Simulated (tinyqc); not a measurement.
Disorder broadening of a flat band (such as a Landau level) in the self-consistent Born approximation: two steps of the calculation.

The local Green function is G = g0(z - Sigma) with z = E + i eta and g0(z) = 1/z; the self-energy is Sigma = D G. The density of states is -Im G/pi.

Values chosen for this exercise:
- D = 1.2 eV^2 (variance of the random potential)
- eta = 0.36 eV (bare broadening)
- E = -1.275 eV (energy from the band centre)
- mix = 0.5 (mixing)

Constants: q = 1.602176634e-19 C, hbar = 1.054571817e-34 J s. Results are converted to the units shown.

Question 1. Born step. G = g0(z - Sigma), Sigma(out) = D G, Sigma(new) = Sigma + mix (Sigma(out) - Sigma).

Sigma at the start = 0.0000000+0.0000000i eV

Give: G; Sigma(out); Sigma after iteration 1.

Answer 1.

G = -0.7264-0.2051i 1/eV
Sigma(out) = -0.8717-0.2461i eV
Sigma after iteration 1 = -0.4358-0.1231i eV

Sigma(out) of this first step, from Sigma = 0, is the plain (first) Born approximation.

Question 2. Density of states and lifetime. G = Sigma/D, density of states -Im G/pi, lifetime hbar/(2 |Im Sigma|); without disorder the density of states is -Im g0(z)/pi. Closed form: G = (z - sqrt(z^2 - 4 D))/(2 D) with the root that gives Im G < 0; for eta -> 0 a semi-ellipse of half-width 2 sqrt(D).

converged Sigma = -0.51241945-0.73740879i eV

Give: density of states; lifetime; density of states without disorder.

Answer 2.

density of states = 0.19560 1/eV
lifetime = 0.44630 fs
density of states without disorder = 0.065286 1/eV

Disorder makes the density of states at this energy 3.00 times the clean value.

Range of the model: The self-consistent Born approximation misses band tails from rare fluctuations and localisation.

Numbers from tinyqc (`OMP_NUM_THREADS=1 python tinyqc.py 2720106 2720107 out.jsonl`; about 0.01 s on one thread of a shared Intel Xeon 2.30GHz).
